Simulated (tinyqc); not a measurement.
RHF in the sto-6g basis, for BeH+, spin multiplicity 1, step by step. Computed by tinyqc, a small Python program that keeps every step (integrals from PySCF). Settings: charge = 1, multiplicity = 1, basis = sto-6g, energy threshold = 1e-10, iteration cap = 62, orthogonalisation = canonical, start = random, DIIS depth = 6, method = RHF. Command: `OMP_NUM_THREADS=1 python tinyqc.py 24241 24242 out.jsonl` (the two numbers bound the seeds that draw the settings). One thread of a shared host (Intel(R) Xeon(R) Processor @ 2.60GHz), about 0.08 s of CPU time with the checks. Later iterations appear only in the table of the cycle.

## One-electron integrals

Geometry (angstrom):
```
atom        x        y        z
Be    0.00000  0.00000  0.00000
H     0.00000  0.00000  1.34400
```

Basis sto-6g: exponents (1/bohr^2) and contraction coefficients of normalised primitives:
```
element  l (shell)   exponent  coefficient
Be           s (1)  312.87049      0.00916
Be           s (1)   57.36446      0.04936
Be           s (1)   16.04851      0.16854
Be           s (1)    5.51310      0.37056
Be           s (1)    2.14090      0.41649
Be           s (1)    0.88174      0.13033
Be           s (2)   13.63325     -0.01325
Be           s (2)    2.69838     -0.04699
Be           s (2)    0.83865     -0.03379
Be           s (2)    0.32266      0.25024
Be           s (2)    0.14013      0.59512
Be           s (2)    0.06423      0.24071
Be           p (3)   13.63325      0.00376
Be           p (3)    2.69838      0.03768
Be           p (3)    0.83865      0.17390
Be           p (3)    0.32266      0.41804
Be           p (3)    0.14013      0.42586
Be           p (3)    0.06423      0.10171
H            s (1)   35.52322      0.00916
H            s (1)    6.51314      0.04936
H            s (1)    1.82214      0.16854
H            s (1)    0.62596      0.37056
H            s (1)    0.24308      0.41649
H            s (1)    0.10011      0.13033
```

Overlap, kinetic and nuclear-attraction integrals over the contracted functions; the nuclear repulsion is the sum of Za Zb / Rab.

nuclear repulsion = 1.5749322 hartree

overlap S, order 1Be 1s, 1Be 2s, 1Be 2px, 1Be 2py, 1Be 2pz, 2H 1s:
```
[[1.00000, 0.25476, 0.00000, 0.00000, 0.00000, 0.07145],
 [0.25476, 1.00000, 0.00000, 0.00000, 0.00000, 0.45908],
 [0.00000, 0.00000, 1.00000, 0.00000, 0.00000, 0.00000],
 [0.00000, 0.00000, 0.00000, 1.00000, 0.00000, 0.00000],
 [0.00000, 0.00000, 0.00000, 0.00000, 1.00000, 0.52399],
 [0.07145, 0.45908, 0.00000, 0.00000, 0.52399, 1.00000]]
```

kinetic energy T (hartree), order 1Be 1s, 1Be 2s, 1Be 2px, 1Be 2py, 1Be 2pz, 2H 1s:
```
[[6.76875, -0.20738, 0.00000, 0.00000, 0.00000, -0.01397],
 [-0.20738, 0.22012, 0.00000, 0.00000, 0.00000, 0.06839],
 [0.00000, 0.00000, 0.66127, 0.00000, 0.00000, 0.00000],
 [0.00000, 0.00000, 0.00000, 0.66127, 0.00000, 0.00000],
 [0.00000, 0.00000, 0.00000, 0.00000, 0.66127, 0.19169],
 [-0.01397, 0.06839, 0.00000, 0.00000, 0.19169, 0.76852]]
```

nuclear attraction V (hartree), order 1Be 1s, 1Be 2s, 1Be 2px, 1Be 2py, 1Be 2pz, 2H 1s:
```
[[-15.10852, -1.75103, 0.00000, 0.00000, -0.01883, -0.54460],
 [-1.75103, -2.66841, 0.00000, 0.00000, -0.14772, -1.24671],
 [0.00000, 0.00000, -2.62982, 0.00000, 0.00000, 0.00000],
 [0.00000, 0.00000, 0.00000, -2.62982, 0.00000, 0.00000],
 [-0.01883, -0.14772, 0.00000, 0.00000, -2.74530, -1.41535],
 [-0.54460, -1.24671, 0.00000, 0.00000, -1.41535, -2.80247]]
```

core Hamiltonian H = T + V (hartree), order 1Be 1s, 1Be 2s, 1Be 2px, 1Be 2py, 1Be 2pz, 2H 1s:
```
[[-8.33977, -1.95842, 0.00000, 0.00000, -0.01883, -0.55856],
 [-1.95842, -2.44829, 0.00000, 0.00000, -0.14772, -1.17832],
 [0.00000, 0.00000, -1.96855, 0.00000, 0.00000, 0.00000],
 [0.00000, 0.00000, 0.00000, -1.96855, 0.00000, 0.00000],
 [-0.01883, -0.14772, 0.00000, 0.00000, -2.08403, -1.22366],
 [-0.55856, -1.17832, 0.00000, 0.00000, -1.22366, -2.03395]]
```

## Two-electron integrals

Functions are numbered as in S; the eight-fold symmetry (ij|kl) = (ji|kl) = (kl|ij) leaves the list below.

Two-electron integrals (ij|kl) in chemists' order, unique and non-zero (hartree):
```
(11|11) 2.30000   (21|11) 0.36188   (21|21) 0.07193   (22|11) 0.57033
(22|21) 0.13965   (22|22) 0.41777   (31|31) 0.01525   (32|31) 0.02255
(32|32) 0.09234   (33|11) 0.57033   (33|21) 0.13965   (33|22) 0.41777
(33|33) 0.45012   (41|41) 0.01525   (42|41) 0.02255   (42|42) 0.09234
(43|43) 0.02426   (44|11) 0.57033   (44|21) 0.13965   (44|22) 0.41777
(44|33) 0.40160   (44|44) 0.45012   (51|51) 0.01525   (52|51) 0.02255
(52|52) 0.09234   (53|53) 0.02426   (54|54) 0.02426   (55|11) 0.57033
(55|21) 0.13965   (55|22) 0.41777   (55|33) 0.40160   (55|44) 0.40160
(55|55) 0.45012   (61|11) 0.10488   (61|21) 0.02021   (61|22) 0.03897
(61|33) 0.03865   (61|44) 0.03865   (61|51) 0.00199   (61|52) 0.00383
(61|55) 0.03961   (61|61) 0.00601   (62|11) 0.22524   (62|21) 0.05587
(62|22) 0.17891   (62|33) 0.17248   (62|44) 0.17248   (62|51) 0.00782
(62|52) 0.04399   (62|55) 0.19176   (62|61) 0.01726   (62|62) 0.10942
(63|31) 0.00572   (63|32) 0.02518   (63|53) 0.00787   (63|63) 0.01078
(64|41) 0.00572   (64|42) 0.02518   (64|54) 0.00787   (64|64) 0.01078
(65|11) 0.23354   (65|21) 0.05873   (65|22) 0.19674   (65|33) 0.18522
(65|44) 0.18522   (65|51) 0.01276   (65|52) 0.06888   (65|55) 0.21979
(65|61) 0.01914   (65|62) 0.13751   (65|65) 0.17957   (66|11) 0.39015
(66|21) 0.09881   (66|22) 0.35103   (66|33) 0.32568   (66|44) 0.32568
(66|51) 0.01718   (66|52) 0.12077   (66|55) 0.40174   (66|61) 0.03177
(66|62) 0.26689   (66|65) 0.35748   (66|66) 0.77500
```

## Orthogonalisation

S = U s U^T; canonical form X = U s^(-1/2), so that X^T S X = 1. Each column of U has its largest component positive (the first on a tie).

eigenvalues of S: [0.29599, 0.79685, 1.00000, 1.00000, 1.16874, 1.73843]

X, order 1Be 1s, 1Be 2s, 1Be 2px, 1Be 2py, 1Be 2pz, 2H 1s:
```
[[0.19726, 0.80342, 0.00000, 0.00000, 0.59725, 0.18143],
 [-0.90259, -0.58869, 0.00000, 0.00000, 0.44288, 0.38185],
 [0.00000, 0.00000, 0.01875, 0.99982, 0.00000, 0.00000],
 [0.00000, 0.00000, 0.99982, -0.01875, 0.00000, 0.00000],
 [-0.94875, 0.47807, 0.00000, 0.00000, -0.52376, 0.36440],
 [1.27469, -0.18535, 0.00000, 0.00000, -0.16866, 0.51353]]
```

Within a degenerate level the vectors are fixed only up to a rotation; this is one choice.

## Starting guess

The start is random orthonormal orbitals; D = 2 C_occ C_occ^T.

D at the start, order 1Be 1s, 1Be 2s, 1Be 2px, 1Be 2py, 1Be 2pz, 2H 1s:
```
[[0.67241, 0.24135, 0.71298, -0.51628, 0.08129, -0.09733],
 [0.24135, 0.22054, 0.22567, -0.11472, -0.51209, 0.20637],
 [0.71298, 0.22567, 0.76281, -0.56336, 0.20842, -0.15769],
 [-0.51628, -0.11472, -0.56336, 0.43361, -0.34773, 0.20193],
 [0.08129, -0.51209, 0.20842, -0.34773, 2.19766, -0.98715],
 [-0.09733, 0.20637, -0.15769, 0.20193, -0.98715, 0.44893]]
```

## Iteration 1: building the Fock matrix

J_ij = sum D_kl (ij|kl), K_ij = sum D_kl (ik|jl); F = H + J - 0.5 K; E = tr D H + tr D J / 2 - 0.25 tr D K + E_nn.

Coulomb J (hartree), order 1Be 1s, 1Be 2s, 1Be 2px, 1Be 2py, 1Be 2pz, 2H 1s:
```
[[3.56938, 0.73039, 0.03012, -0.01861, -0.03525, 0.20102],
 [0.73039, 1.79642, 0.06590, -0.03430, -0.15526, 0.69202],
 [0.03012, 0.06590, 1.78732, -0.02733, 0.00763, 0.01940],
 [-0.01861, -0.03430, -0.02733, 1.77134, -0.01369, -0.01281],
 [-0.03525, -0.15526, 0.00763, -0.01369, 1.83060, 0.72392],
 [0.20102, 0.69202, 0.01940, -0.01281, 0.72392, 1.28522]]
```

exchange K (hartree), order 1Be 1s, 1Be 2s, 1Be 2px, 1Be 2py, 1Be 2pz, 2H 1s:
```
[[1.77554, 0.49763, 0.44712, -0.31197, -0.08858, 0.12584],
 [0.49763, 0.54657, 0.19960, -0.10235, -0.40040, 0.08783],
 [0.44712, 0.19960, 0.44726, -0.23991, 0.05831, 0.06343],
 [-0.31197, -0.10235, -0.23991, 0.30707, -0.10909, -0.04479],
 [-0.08858, -0.40040, 0.05831, -0.10909, 0.73237, 0.01349],
 [0.12584, 0.08783, 0.06343, -0.04479, 0.01349, 0.05243]]
```

Fock matrix F (hartree), order 1Be 1s, 1Be 2s, 1Be 2px, 1Be 2py, 1Be 2pz, 2H 1s:
```
[[-5.65816, -1.47684, -0.19343, 0.13737, -0.00979, -0.42046],
 [-1.47684, -0.92516, -0.03390, 0.01687, -0.10279, -0.53021],
 [-0.19343, -0.03390, -0.40487, 0.09262, -0.02153, -0.01231],
 [0.13737, 0.01687, 0.09262, -0.35074, 0.04086, 0.00959],
 [-0.00979, -0.10279, -0.02153, 0.04086, -0.61962, -0.50649],
 [-0.42046, -0.53021, -0.01231, 0.00959, -0.50649, -0.77494]]
```

total energy of this density = -8.0506265 hartree

## Iteration 1: diagonalisation and new density

Diagonalise F' = X^T F X, C = X C', fill 2 alpha and 2 beta electrons from the bottom; D = 2 C_occ C_occ^T. Each column has its largest component positive (the first on a tie).

F' = X^T F X (hartree):
```
[[-0.20358, -0.19203, -0.01472, -0.00255, -0.19888, -0.11472],
 [-0.19203, -2.59454, 0.11548, -0.14565, -2.31523, -0.99840],
 [-0.01472, 0.11548, -0.34729, 0.09154, 0.06429, 0.05000],
 [-0.00255, -0.14565, 0.09154, -0.40832, -0.11842, -0.06316],
 [-0.19888, -2.31523, 0.06429, -0.11842, -3.04485, -1.07207],
 [-0.11472, -0.99840, 0.05000, -0.06316, -1.07207, -1.31816]]
```

orbital energies (hartree): [-5.66928, -0.82372, -0.52813, -0.43094, -0.28181, -0.18286]

coefficients C, order 1Be 1s, 1Be 2s, 1Be 2px, 1Be 2py, 1Be 2pz, 2H 1s:
```
[[0.99701, -0.12843, -0.13268, -0.16378, 0.03435, 0.13381],
 [0.00806, 0.31156, 0.59309, 0.51012, -0.18714, -0.87123],
 [0.03716, 0.00746, -0.43677, 0.67849, 0.58897, -0.02356],
 [-0.02645, -0.02007, 0.40029, -0.43300, 0.79125, -0.15842],
 [0.00336, 0.37694, -0.56470, -0.33088, -0.08175, -0.97910],
 [-0.00182, 0.60356, 0.07727, -0.07374, 0.18439, 1.24164]]
```

D after iteration 1, order 1Be 1s, 1Be 2s, 1Be 2px, 1Be 2py, 1Be 2pz, 2H 1s:
```
[[2.02104, -0.06396, 0.07218, -0.04758, -0.09013, -0.15865],
 [-0.06396, 0.19427, 0.00525, -0.01293, 0.23493, 0.37606],
 [0.07218, 0.00525, 0.00287, -0.00226, 0.00587, 0.00887],
 [-0.04758, -0.01293, -0.00226, 0.00220, -0.01531, -0.02413],
 [-0.09013, 0.23493, 0.00587, -0.01531, 0.28419, 0.45500],
 [-0.15865, 0.37606, 0.00887, -0.02413, 0.45500, 0.72857]]
```

## Iteration 2: building the Fock matrix

As before.

Coulomb J (hartree), order 1Be 1s, 1Be 2s, 1Be 2px, 1Be 2py, 1Be 2pz, 2H 1s:
```
[[5.51077, 0.95074, 0.00254, -0.00231, 0.03722, 0.28149],
 [0.95074, 1.89379, 0.00467, -0.00575, 0.22186, 0.95387],
 [0.00254, 0.00467, 1.85556, -0.00011, 0.00042, 0.00137],
 [-0.00231, -0.00575, -0.00011, 1.85553, -0.00112, -0.00196],
 [0.03722, 0.22186, 0.00042, -0.00112, 1.97029, 1.11738],
 [0.28149, 0.95387, 0.00137, -0.00196, 1.11738, 2.09413]]
```

exchange K (hartree), order 1Be 1s, 1Be 2s, 1Be 2px, 1Be 2py, 1Be 2pz, 2H 1s:
```
[[4.60859, 0.73855, 0.04351, -0.03103, 0.00926, 0.22566],
 [0.73855, 0.47196, 0.01614, -0.01908, 0.40397, 0.60687],
 [0.04351, 0.01614, 0.08626, -0.00096, 0.00421, 0.00836],
 [-0.03103, -0.01908, -0.00096, 0.08598, -0.01118, -0.01574],
 [0.00926, 0.40397, 0.00421, -0.01118, 0.55252, 0.74716],
 [0.22566, 0.60687, 0.00836, -0.01574, 0.74716, 1.22403]]
```

Fock matrix F (hartree), order 1Be 1s, 1Be 2s, 1Be 2px, 1Be 2py, 1Be 2pz, 2H 1s:
```
[[-5.13330, -1.37695, -0.01922, 0.01320, 0.01377, -0.38991],
 [-1.37695, -0.79048, -0.00340, 0.00379, -0.12784, -0.52788],
 [-0.01922, -0.00340, -0.15613, 0.00037, -0.00168, -0.00281],
 [0.01320, 0.00379, 0.00037, -0.15602, 0.00447, 0.00591],
 [0.01377, -0.12784, -0.00168, 0.00447, -0.39001, -0.47986],
 [-0.38991, -0.52788, -0.00281, 0.00591, -0.47986, -0.55184]]
```

total energy of this density = -14.7729114 hartree

## Iteration 2: DIIS over 2 matrices

error matrix X^T (FDS - SDF) X:
```
[[0.00000, -0.03064, 0.01028, -0.01752, -0.03475, 0.12938],
 [0.03064, 0.00000, 0.14185, -0.20956, 0.06142, 0.07764],
 [-0.01028, -0.14185, 0.00000, 0.00000, -0.16039, -0.08608],
 [0.01752, 0.20956, 0.00000, 0.00000, 0.23546, 0.11458],
 [0.03475, -0.06142, 0.16039, -0.23546, 0.00000, -0.06471],
 [-0.12938, -0.07764, 0.08608, -0.11458, 0.06471, 0.00000]]
```

B (overlaps of the stored error matrices):
```
[[5.4152865e+01, 3.6945374e+00],
 [3.6945374e+00, 3.9805805e-01]]
```

Minimise |sum c_i e_i|^2 with sum c_i = 1: solve [B -1; -1 0][c; lambda] = [0; -1] with B_ij = tr e_i^T e_j, and take F = sum c_i F_i.

DIIS coefficients: [-0.06990, 1.06990]

extrapolated F (hartree), order 1Be 1s, 1Be 2s, 1Be 2px, 1Be 2py, 1Be 2pz, 2H 1s:
```
[[-5.09661, -1.36997, -0.00704, 0.00453, 0.01541, -0.38777],
 [-1.36997, -0.78107, -0.00126, 0.00288, -0.12960, -0.52772],
 [-0.00704, -0.00126, -0.13874, -0.00608, -0.00029, -0.00214],
 [0.00453, 0.00288, -0.00608, -0.14241, 0.00192, 0.00566],
 [0.01541, -0.12960, -0.00029, 0.00192, -0.37396, -0.47800],
 [-0.38777, -0.52772, -0.00214, 0.00566, -0.47800, -0.53624]]
```

## Iteration 2: diagonalisation and new density

As before.

F' = X^T F X (hartree):
```
[[0.39301, -0.25124, 0.00363, -0.00276, -0.17501, -0.05613],
 [-0.25124, -2.19867, 0.00172, -0.00469, -2.16183, -0.88054],
 [0.00363, 0.00172, -0.14263, -0.00600, 0.00194, 0.00547],
 [-0.00276, -0.00469, -0.00600, -0.13851, -0.00429, -0.00307],
 [-0.17501, -2.16183, 0.00194, -0.00429, -2.69082, -1.01731],
 [-0.05613, -0.88054, 0.00547, -0.00307, -1.01731, -1.15469]]
```

orbital energies (hartree): [-5.09784, -0.69668, -0.27500, -0.14691, -0.13422, 0.41833]

coefficients C, order 1Be 1s, 1Be 2s, 1Be 2px, 1Be 2py, 1Be 2pz, 2H 1s:
```
[[0.99571, -0.16200, -0.20693, -0.00141, -0.00158, 0.11634],
 [0.01635, 0.45724, 0.79798, 0.00507, -0.00208, -0.81058],
 [0.00142, 0.00107, -0.00655, 0.59658, 0.80252, -0.00414],
 [-0.00092, -0.00756, 0.00423, 0.80253, -0.59651, 0.00643],
 [-0.00279, 0.37072, -0.62677, 0.00439, -0.01403, -1.00264],
 [-0.00001, 0.51243, -0.13348, -0.00077, 0.00546, 1.29264]]
```

D after iteration 2, order 1Be 1s, 1Be 2s, 1Be 2px, 1Be 2py, 1Be 2pz, 2H 1s:
```
[[2.03534, -0.11559, 0.00247, 0.00062, -0.12568, -0.16605],
 [-0.11559, 0.41867, 0.00103, -0.00694, 0.33893, 0.46861],
 [0.00247, 0.00103, 0.00001, -0.00002, 0.00079, 0.00110],
 [0.00062, -0.00694, -0.00002, 0.00012, -0.00560, -0.00774],
 [-0.12568, 0.33893, 0.00079, -0.00560, 0.27488, 0.37994],
 [-0.16605, 0.46861, 0.00110, -0.00774, 0.37994, 0.52517]]
```

## Iteration 10 (converged): orbitals

converged F (hartree), order 1Be 1s, 1Be 2s, 1Be 2px, 1Be 2py, 1Be 2pz, 2H 1s:
```
[[-5.08978, -1.36759, 0.00000, 0.00000, 0.01558, -0.38512],
 [-1.36759, -0.84550, 0.00000, 0.00000, -0.15053, -0.56875],
 [0.00000, 0.00000, -0.14693, 0.00000, 0.00000, 0.00000],
 [0.00000, 0.00000, 0.00000, -0.14693, 0.00000, 0.00000],
 [0.01558, -0.15053, 0.00000, 0.00000, -0.33960, -0.45779],
 [-0.38512, -0.56875, 0.00000, 0.00000, -0.45779, -0.57442]]
```

As before.

F' = X^T F X (hartree):
```
[[0.31976, -0.25331, 0.00000, 0.00000, -0.16319, -0.05683],
 [-0.25331, -2.21371, 0.00000, 0.00000, -2.16347, -0.83433],
 [0.00000, 0.00000, -0.14693, 0.00000, 0.00000, 0.00000],
 [0.00000, 0.00000, 0.00000, -0.14693, 0.00000, 0.00000],
 [-0.16319, -2.16347, 0.00000, 0.00000, -2.67265, -1.04179],
 [-0.05683, -0.83433, 0.00000, 0.00000, -1.04179, -1.18287]]
```

orbital energies (hartree): [-5.09099, -0.74034, -0.26524, -0.14693, -0.14693, 0.34709]

coefficients C, order 1Be 1s, 1Be 2s, 1Be 2px, 1Be 2py, 1Be 2pz, 2H 1s:
```
[[0.99565, -0.18293, -0.19121, 0.00000, 0.00000, 0.11263],
 [0.01674, 0.53778, 0.76440, 0.00000, 0.00000, -0.79333],
 [0.00000, 0.00000, 0.00000, 0.22358, 0.97469, 0.00000],
 [0.00000, 0.00000, 0.00000, 0.97469, -0.22358, 0.00000],
 [-0.00243, 0.29633, -0.63716, 0.00000, 0.00000, -1.02078],
 [-0.00065, 0.50031, -0.22164, 0.00000, 0.00000, 1.28527]]
```

D after iteration 10, order 1Be 1s, 1Be 2s, 1Be 2px, 1Be 2py, 1Be 2pz, 2H 1s:
```
[[2.04957, -0.16342, 0.00000, 0.00000, -0.11326, -0.18434],
 [-0.16342, 0.57898, 0.00000, 0.00000, 0.31864, 0.53810],
 [0.00000, 0.00000, 0.00000, 0.00000, 0.00000, 0.00000],
 [0.00000, 0.00000, 0.00000, 0.00000, 0.00000, 0.00000],
 [-0.11326, 0.31864, 0.00000, 0.00000, 0.17563, 0.29651],
 [-0.18434, 0.53810, 0.00000, 0.00000, 0.29651, 0.50062]]
```

Within a degenerate level the vectors are fixed only up to a rotation; this is one choice.

## Convergence

Stop when the energy changes by less than 1e-10 hartree and every element of the error matrix X^T (F D S - S D F) X is below 3e-06.

Course of the cycle:
```
iteration  E (hartree)     change  largest element of the error matrix
1           -8.0506265          -                             2.82e+00
2          -14.7729114  -6.72e+00                             2.35e-01
3          -14.8171425  -4.42e-02                             3.38e-02
4          -14.8212181  -4.08e-03                             1.72e-02
5          -14.8225686  -1.35e-03                             2.35e-03
6          -14.8225722  -3.64e-06                             4.68e-04
7          -14.8225730  -8.17e-07                             4.93e-05
8          -14.8225730  -4.82e-09                             6.50e-06
9          -14.8225730  -1.20e-10                             5.96e-07
10         -14.8225730  -1.49e-12                             4.75e-09
```

PySCF RHF in the same basis = -14.8225730 hartree

Converged in 10 iterations.

## Populations, bond orders and dipole

Mulliken: Z minus the diagonal of D S on the atom; Loewdin: the same with S^(1/2) D S^(1/2); Mayer order: 2 sum_s sum (D(s) S)_ij (D(s) S)_ji over the two atoms.

Charges (e):
```
atom  Mulliken  Loewdin
1Be    0.88985  0.91663
2H     0.11015  0.08337
```

Mayer bond orders:
```
pair    order
2-1   0.98787
```

dipole moment about the origin, x y z (debye): [0.00000, 0.00000, -2.64935]
